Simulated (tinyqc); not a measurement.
Deep-level transient spectroscopy (DLTS) of one majority-carrier trap: one step, computed by the program tinyqc.

A filling pulse loads the traps in a one-sided junction; under reverse bias they empty at the rate e, and the capacitance relaxes as C(t) = C_0 - dC exp(-e t). The signal is S = [C(t_2) - C(t_1)]/dC.

Problem. Rate window and signal. S(e) = exp(-e t_1) - exp(-e t_2) peaks at the rate window e_0 = ln(t_2/t_1)/(t_2 - t_1).

Inputs (values chosen for the exercise, for a model semiconductor): gate time t_1 = 0.007 s; ratio t_2/t_1 = 2.5; temperature T = 89 K.

Carriers: electrons. Extra term: capture barrier.

emission rate e = 1.519147e-12 1/s

Give: rate window e_0; peak height S_max; signal at T.

Solution.

rate window e_0 = 87.27 1/s

peak height S_max = 0.3257

signal at T = 1.599e-14

At this T the trap empties slower than the window, by a factor 5.74e13: the point lies on the low-temperature side of the peak.
